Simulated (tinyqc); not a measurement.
The 3-omega method: a line heater on a substrate with a thin film: one step, computed by the program tinyqc.

A current at angular frequency omega = 2 pi f heats the line at 2 omega with the amplitude P per length; the temperature swing Delta T at 2 omega gives a voltage at 3 omega. The substrate is taken as semi-infinite and isotropic, and the heat capacity of heater and film is left out.

Task: The film adds a constant step. One-dimensional flow across the film: Delta T_f = P (t/kappa_f + R_i)/(2 b); total in-phase swing Delta T = Delta T_s + Delta T_f; third-harmonic amplitude V_3 = V_1 beta |Delta T|/2 with the out-of-phase part included; the apparent film conductivity is t/(t/kappa_f + R_i).

Inputs (values chosen for the exercise, modelled on amorphous silicon on silicon):

| quantity | value | unit |
|---|---|---|
| heater half-width b | 2.8 | micrometre |
| power amplitude per length P | 51 | W/m |
| film thickness t | 410 | nm |
| film conductivity kappa_f | 1.4 | W/(m K) |
| interface resistance R_i | 39 | m^2 K/GW |
| temperature coefficient of resistance beta | 3.2 | 1e-3/K |
| voltage amplitude V_1 | 2.4 | V |

in-phase Delta T_s = 0.4148082 K

out-of-phase Delta T_s = -0.08534967 K

Give: Delta T_f; total in-phase swing; V_3; apparent film conductivity; film share of the in-phase swing.

Result:

Delta T_f = 3.022 K

total in-phase swing = 3.437 K

V_3 = 13.20 mV

apparent film conductivity = 1.235 W/(m K)

film share of the in-phase swing = 0.8793

The interface lowers the apparent conductivity by 12 %. The film gives a large part of the signal.
